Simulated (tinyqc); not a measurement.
Classical Heisenberg spin chain: exact results, Metropolis, heat-bath and over-relaxation steps, and a Monte Carlo run: one step, computed by the program tinyqc.

E = -J sum_i s_i . s_(i+1) for unit vectors s_i on an open chain; K = J/(k_B T).

Problem. Four single-spin steps. The given spins are first normalised. Spins 2 and 3 are updated in turn, with h = K (sum of the two neighbours). Heat bath: cos(theta) = 1 + ln(1 - r1 (1 - exp(-2 |h|)))/|h| about n = h/|h|, azimuth 2 pi r2 = phi in the frame a = n x z/|n x z|, b = n x a: s = n cos(theta) + sin(theta)(a cos(phi) + b sin(phi)); r1, r2 are the first two numbers of the row.

Inputs (values chosen for the exercise, for a model chain of large moments): temperature T = 67.9 K.

Update: heat bath.

four neighbouring spins (rows; components x, y, z):
```
         1        2        3
1  -0.3601  -0.3920  -0.8465
2   0.8707  -0.4823  -0.0963
3  -0.9349   0.1514  -0.3209
4  -0.7797   0.5667   0.2664
```

random numbers, one row a step:
```
        1       2       3
1  0.2062  0.1221  0.9012
2  0.2699  0.4424  0.0719
3  0.5447  0.8070  0.4077
4  0.5883  0.0294  0.7637
```

K = 4.785368

Give: the table «Steps» with the columns |h|, h . s before, h . s after, move, x, y, z.

Solution.

Steps:

| spin | \|h\| | h . s before | h . s after | move | x | y | z |
|---|---|---|---|---|---|---|---|
| 2 | 8.423 | -4.303 | 8.192 | heat bath | -0.6409 | 0.0512 | -0.7659 |
| 3 | 7.789 | 7.570 | 7.475 | heat bath | -0.9144 | 0.1108 | -0.3893 |
| 2 | 8.601 | 8.370 | 7.815 | heat bath | -0.9385 | -0.0571 | -0.3405 |
| 3 | 8.584 | 7.927 | 7.696 | heat bath | -0.7319 | 0.6711 | -0.1183 |
